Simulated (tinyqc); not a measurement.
Grain growth, pinning, strength and diffusional creep of a polycrystal or thin film: one step, computed by the program tinyqc.

One mean grain size d describes the structure.

Problem. Yield stress. Hall-Petch term k_y/sqrt(d). Orowan term 3.06 x 0.4 G b ln(2 rbar/b)/(pi lambda sqrt(1 - nu)) with nu = 1/3, rbar = sqrt(2/3) r, lambda = rbar (sqrt(pi/f) - 2). Film term (threading dislocation, matched substrate, the geometry of an fcc (111) film taken for all cases): 3.464 G b ln(2 h/b)/(4 pi (1 - nu) h). The terms are added to sigma_0.

Inputs (values chosen for the exercise, for a model solid):
```
quantity                      value       unit
shear modulus G                 185        GPa
Burgers vector b              2.741   angstrom
anneal temperature T           3141          K
particle volume fraction f  0.00093          -
particle radius r               7.9         nm
film thickness h                110         nm
friction stress sigma_0         580        MPa
Hall-Petch slope k_y           0.83  MPa m^0.5
```

Sample: thin film on a substrate.

grain size d = 227.2200 nm

Give: Hall-Petch term; Orowan term; film term; yield stress.

Solution.

Hall-Petch term = 1741.2 MPa

Orowan term = 257.45 MPa

film term = 1274.8 MPa

yield stress = 3853.5 MPa
